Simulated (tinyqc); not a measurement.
Raising the field: quantum-confined Stark effect in a modulator well.

Envelopes on cells of 0.5 angstrom over the well |z| < L/2 and 45 angstrom of barrier on each side, psi = 0 beyond, psi'/m continuous (mean mass between points), c = hbar^2/2m0. The electron sees + e F z and the hole - e F z, each with its offset in the barriers; 1 kV/cm = 1e-5 eV/angstrom. Light holes, band mixing and escape by tunnelling are left out.

Exciton: in-plane function exp(-rho/lam), 1/mu = 1/me + 1/mp, E(lam) = c/(mu lam^2) - (q/eps) times the integral over k of Fm(k)(1 + (k lam/2)^2)^(-3/2), Fm(k) the double integral of psi_e^2 psi_h^2 exp(-k |z - z'|), q = e^2/(4 pi eps0); binding Eb = -E at the minimum. Line at Eg + E_e + E_h - Eb, strength proportional to overlap^2/lam^2.

Constants: hbar^2/2m0 = 3.80998211 eV angstrom^2; e^2/(4 pi eps0) = 14.39964547 eV angstrom; hc = 1239.841984 eV nm.

Inputs chosen for the exercise (near those of an InGaAsP well in InP; not measured data): L = 90 angstrom (well width); Vc = 0.176 eV (conduction offset); Vv = 0.271 eV (heavy-hole offset); me = 0.052 m0 (electron, well); meb = 0.0804 m0 (electron, barrier); mh = 0.371 m0 (heavy hole along z, well); mhb = 0.484 m0 (heavy hole, barrier); Eg = 0.87 eV (gap of the well); mp = 0.108 m0 (heavy hole in the plane); eps = 13.1 (dielectric constant); Fs = (0, 21, 42, 63, 86, 112, 140) kV/cm (fields).

All quantities anew; shifts from zero field.

Results:

| F (kV/cm) | dE_e (meV) | dE_h (meV) | Eb (meV) | line shift (meV) | overlap^2 | relative strength |
|---|---|---|---|---|---|---|
| 0 | 0.00 | 0.00 | 6.73 | 0.00 | 0.933 | 1.000 |
| 21 | -0.27 | -0.55 | 6.68 | -0.77 | 0.903 | 0.956 |
| 42 | -1.07 | -2.14 | 6.55 | -3.03 | 0.825 | 0.846 |
| 63 | -2.39 | -4.62 | 6.36 | -6.64 | 0.723 | 0.706 |
| 86 | -4.43 | -8.15 | 6.14 | -11.99 | 0.605 | 0.558 |
| 112 | -7.43 | -12.93 | 5.90 | -19.53 | 0.483 | 0.416 |
| 140 | -11.48 | -18.79 | 5.65 | -29.19 | 0.372 | 0.299 |

The line shift grows with exponent 1.98 in F at low field and 1.80 at the end, as the carriers come up against opposite walls and the dipole begins to saturate. The hole gives 67 % of the level shift in the second row and 62 % in the last. The largest shift is 4.3 times the zero-field binding, yet 84 % of the binding survives, since the walls stop the field from pulling the pair apart. Half the strength is gone between 86 and 112 kV/cm.

Program tinyqc; command `OMP_NUM_THREADS=1 python tinyqc.py 1281254 1281255 out.jsonl`; about 0.2 s on one thread of a shared Intel(R) Xeon(R) Processor @ 2.30GHz.
